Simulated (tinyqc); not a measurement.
Lattice against boundary over temperature: grain-boundary diffusion: Harrison regimes, Fisher and Le Claire analysis, Hart average. Computed by tinyqc, a small Python program. Command: `OMP_NUM_THREADS=1 python tinyqc.py 3021637 3021638 out.jsonl gbdiff walk`. One thread of a shared host (Intel(R) Xeon(R) Processor @ 2.30GHz), about 0.01 s of CPU time with the checks.

A boundary is a slab of width delta with diffusivity D_b, normal to a surface held at constant concentration; it leaks into grains of diffusivity D.

Inputs (values chosen for the exercise, for a model polycrystal):
```
quantity                          value   unit
melting point T_m                  2150      K
lattice prefactor D0             0.0001  m^2/s
lattice activation energy E        3.56     eV
boundary prefactor D0b          2.3e-05  m^2/s
boundary activation energy E_b     2.02     eV
boundary width delta               0.84     nm
segregation factor s                  1      -
grain size d                        0.5     um
temperature T                      1430      K
time t                             8800      s
```

Constants: k_B = 8.617333262e-05 eV/K.

Method:
- D = D0 exp(-E/(k_B T)), D_b = D0b exp(-E_b/(k_B T)).
- Triple product P = s delta D_b.
- Hart average for parallel slabs: f = delta/d, D_eff = (s f D_b + (1 - f) D)/(1 - f + s f); share of the boundaries = s f D_b/(s f D_b + (1 - f) D); depth sqrt(D_eff t).
- l = sqrt(D t); P = s delta D_b; alpha = s delta/(2 l); beta = P/(2 D l). Regime A if l > 3 d, C if alpha > 1, B if alpha < 0.1, l < d/4 and beta > 10, otherwise a transition.
- D_eff = (s f D_b + (1 - f) D)/(1 - f + s f), f = delta/d; share of the boundaries = s f D_b/(s f D_b + (1 - f) D).

boundary fraction f = 0.00168

Diffusivities (m^2/s):
```
T/T_m  T (K)           D         D_b       D_eff    share      regime
0.3      645  1.5260e-32  3.7865e-21  6.3613e-24  1.00000           C
0.4      860  1.3730e-25  3.3428e-17  5.6159e-20  1.00000           C
0.5     1075  2.0423e-21  7.7917e-15  1.3092e-17  0.99984           B
0.6     1290  1.2353e-18  2.9511e-13  4.9702e-16  0.99752           B
0.7     1505  1.1986e-16  3.9571e-12  6.7675e-15  0.98232  transition
0.8     1720  3.7054e-15  2.7728e-11  5.0282e-14  0.92643           A
0.9     1935  5.3438e-14  1.2606e-10  2.6512e-13  0.79878           A
1.0     2150  4.5192e-13  4.2333e-10  1.1624e-12  0.61186           A
```

The apparent activation energy of D_eff is 2.02 eV between the first rows and 2.46 eV between the last, against E_b = 2.02 and E = 3.56 eV. The boundaries carry most of the flux up to the melting point. Caution: outside regime A (which needs sqrt(D t) above about 3 d) the Hart average and its depth are formal: they describe a profile only in regime A or at steady state. Caution: outside regime A, D_eff and the share of the boundaries hold only at steady state.
